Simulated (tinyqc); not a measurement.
Input admittance of a MOSFET at zero drain bias: distributed channel and distributed gate: two steps of the calculation.

Source and drain grounded, strong inversion, w = 2 pi f, Cox = eps0 eox/tox. The channel is an RC line of resistance 1/(mu Cox Vo) per square fed from both ends, so one finger has the intrinsic admittance y = i w Cox L tanh(g)/g per width, g = (1/2) sqrt(i w tau), tau = L^2/(mu Vo). The vertical resistance rv/L is in series with y, the overlaps 2 i w Cov in parallel: y_t = 1/(1/y + rv/L) + 2 i w Cov. The gate strip is a line of Rsh/L per length loaded by y_t, so a finger has Y = y_t Wf tanh(k)/k, k = (Wf/sd) sqrt(y_t Rsh/L); the device has Nf Y.

Values chosen for this exercise; values of the order met in silicon radio-frequency transistors: relative permittivity of the gate insulator (close to silicon dioxide) eox = 3.9; insulator thickness tox = 6.2 nm; channel length L = 1.3 um; finger width Wf = 15 um; number of fingers Nf = 1; channel mobility mu = 190 cm^2/(V s); gate overdrive Vo = 0.51 V; sheet resistance of the gate Rsh = 25 ohm/square; vertical resistivity of the gate stack rv = 2.2 ohm um^2; number of ends at which a finger is contacted sd = 1; overlap and fringe capacitance on each side Cov = 0.37 fF/um; frequency f = 1.2 GHz.

Constants: eps0 = 8.8541878128e-14 F/cm where lengths are in cm. Results are converted to the units shown.

Task 1. Low-frequency resistances and capacitance. Low-frequency limits, with c = Cox L and ct = c + 2 Cov: R_strip = Rsh Wf/(3 sd^2 L Nf), R_ch = (c/ct)^2 L/(12 mu Cox Vo Wf Nf), R_vert = (c/ct)^2 rv/(L Wf Nf), C = ct Wf Nf.

Give: parts; sum; C; 1/(2 pi R C).

Result 1.

parts (ohm): strip 96.15, channel 110.2, vertical 0.09287
sum = 206.4 ohm
C = 119.7 fF
1/(2 pi R C) = 6.442 GHz

The channel term is the largest, 53.4 % of the sum.

Task 2. Admittance of the channel and stack per width. tau, g, c = Cox L, y and y_t as defined.

Find: tau; g; c; y; y_t.

Result 2.

tau = 174.4 ps
g = 0.4054+0.4054i
c = 7.240 fF/um
y = 5.88+53.82i uS/um
y_t = 5.88+59.40i uS/um

w tau = 1.31, and Im y is 0.986 of w c.

Numbers from tinyqc (`OMP_NUM_THREADS=1 python tinyqc.py 2262175 2262176 out.jsonl`; about 0.01 s on one thread of a shared Intel Xeon 2.30GHz).
